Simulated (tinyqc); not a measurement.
All approximations against the coupling: Froehlich polaron in a polar crystal. Computed by tinyqc, a small Python program. Command: `OMP_NUM_THREADS=1 python tinyqc.py 3024920 3024921 out.jsonl frohlich walk`. One thread of a shared host (Intel(R) Xeon(R) Processor @ 2.30GHz), about 0.06 s of CPU time with the checks.

One electron in a parabolic band of mass m*, coupled to dispersionless LO phonons in the continuum model. Energies are in units of hbar omega unless marked, wave numbers in k_0 = sqrt(2 m* omega/hbar).

Inputs (values chosen for the exercise, modelled on magnesium oxide): band mass m* = 0.416 m_0; LO phonon energy hbar omega = 88.5 meV; eps_inf = 2.9; static dielectric constant eps_s = 9.41; electron wave number k/k_0 = 0.26.

Constants: hbar^2/(2 m_0) = 3.80998212 eV angstrom^2; e^2/(4 pi eps_0) = 14.39964548 eV angstrom.

Method:
- 1/eps* = 1/eps_inf - 1/eps_s; k_0 = sqrt(2 m* omega/hbar) = sqrt(m* hbar omega / (hbar^2/(2 m_0))) with m* in m_0; alpha = (e^2/(4 pi eps_0)) k_0/(2 eps* hbar omega); polaron length 1/k_0.
- Feynman's bound: E(v, w) = 3 (v - w)^2/(4 v) - (alpha v/sqrt(pi)) int_0^infinity e^-u D(u)^(-1/2) du, D = w^2 u + ((v^2 - w^2)/v)(1 - e^(-v u)); integrals by 80 Gauss-Legendre points in s from 0 to 1 with u = 40 s^2.
- Minimise over v > w > 0 (simplex search); mass m_p/m* = 1 + (alpha v^3/(3 sqrt(pi))) int u^2 e^-u D^(-3/2) du.
- Other columns: second order -alpha; Landau-Pekar Gaussian -alpha^2/(3 pi); Lee-Low-Pines mass 1 + alpha/6. The polaron energy in meV uses the given hbar omega.

coupling constant alpha = 1.90778

Energies (hbar omega) and masses (m*):
```
alpha  second order   Gaussian   Feynman  Feynman (meV)  mass, LLP  mass, Feynman     v     w
0.48          -0.48  -0.024446  -0.48292        -42.738       1.08          1.086  3.05  2.94
0.95          -0.95  -0.095758  -0.96173        -85.113     1.1583          1.184   3.1  2.88
1.9            -1.9   -0.38303   -1.9496        -172.54     1.3167          1.439  3.23  2.74
3.1            -3.1    -1.0197   -3.2434        -287.04     1.5167          1.942  3.44  2.54
3.3            -3.3    -1.1555   -3.4650        -306.65       1.55          2.058  3.49  2.51
6.3            -6.3    -4.2112   -7.1152        -629.70       2.05          8.413  4.94  1.79
9.3            -9.3    -9.1769   -12.065        -1067.7       2.55          75.41  10.6  1.26
12              -12    -15.279   -18.143        -1605.7          3          281.6  18.6  1.13
```

All three energies are upper bounds (-alpha through the Lee-Low-Pines state), and the Feynman value is the lowest in every row. It lies within 5 % of -alpha up to alpha = 3.3; at alpha = 12 it is 1.19 times the Gaussian value, whose alpha^2 law it approaches with a constant shift of about -3 ln 2 - 3/4 = -2.83 (here -2.86). The mass stays within 10 % of 1 + alpha/6 up to alpha = 1.9 and reaches 282 m* in the last row; w falls from 2.94 towards 1 while v grows to 18.6.

Extremes, crossings and ranges named in words are read from the listed rows.
